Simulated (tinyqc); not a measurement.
Worked calculation: Jacobi rotations on a symmetric matrix. One step of it, computed by the program tinyqc.

Task: Jacobi rotation 3. Take the largest off-diagonal element A_pq; tan 2 theta = 2 A_pq / (A_qq - A_pp) with |theta| <= pi/4; A' = J^T A J with J_pp = J_qq = cos, J_pq = sin, J_qp = -sin.

A':
```
[[0.058932, 0.083432, -0.141781, 0.000000, -0.033957, 0.179355],
 [0.083432, 0.385000, 0.046000, 0.184264, 0.073258, 0.151454],
 [-0.141781, 0.046000, 0.554000, 0.256508, -0.245931, 0.031544],
 [0.000000, 0.184264, 0.256508, 0.782068, 0.098233, 0.116838],
 [-0.033957, 0.073258, -0.245931, 0.098233, 0.516156, 0.000000],
 [0.179355, 0.151454, 0.031544, 0.116838, 0.000000, 1.337844]]
```

Give: p, q, theta; A'.

Result:

p, q, theta (rad): [3.000, 4.000, 0.576]

A':
```
[[0.059, 0.083, -0.119, -0.077, -0.034, 0.179],
 [0.083, 0.385, -0.062, 0.180, 0.073, 0.151],
 [-0.119, -0.062, 0.387, 0.000, -0.260, -0.037],
 [-0.077, 0.180, 0.000, 0.949, -0.052, 0.115],
 [-0.034, 0.073, -0.260, -0.052, 0.516, 0.000],
 [0.179, 0.151, -0.037, 0.115, 0.000, 1.338]]
```
